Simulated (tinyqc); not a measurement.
Time-dependent dielectric breakdown: cell percolation, Weibull statistics, area scaling and voltage extrapolation: one step, computed by the program tinyqc.

The oxide is divided into columns of area a^2, each holding m = t_ox/a cells (m is taken as continuous). A share lambda(t) = (t/t_1)^alpha of the cells is defective, and a column whose cells are all defective breaks down.

Problem. Fitting the sample. W = ln(-ln(1 - F_i)) with the median ranks F_i. Least squares in W: W = beta ln t - beta ln t63. Maximum likelihood: solve sum t^b ln t/sum t^b - 1/b = mean of ln t for b, then t63 = (mean of t^b)^(1/b).

Weibull plot:
```
i,t (s),F_i,ln t,W
1,11.8420,0.0614035,2.471656,-2.758771
2,86.1605,0.1491228,4.456211,-1.823328
3,117.1154,0.2368421,4.763159,-1.308259
4,119.0500,0.3245614,4.779543,-0.935491
5,126.5428,0.4122807,4.840581,-0.632041
6,129.9953,0.5000000,4.867498,-0.366513
7,189.0335,0.5877193,5.241924,-0.120981
8,224.9535,0.6754386,5.415894,0.118032
9,323.8731,0.7631579,5.780352,0.364894
10,401.6900,0.8508772,5.995681,0.643424
11,410.5121,0.9385965,6.017406,1.026145
```

Give: slope by least squares; t63 by least squares; slope by maximum likelihood; t63 by maximum likelihood.

Solution.

slope by least squares = 1.076

t63 by least squares = 234.1 s

slope by maximum likelihood = 1.514

t63 by maximum likelihood = 214.7 s

Caution: t_1 is an input here; in a real oxide it changes with thickness at fixed voltage.
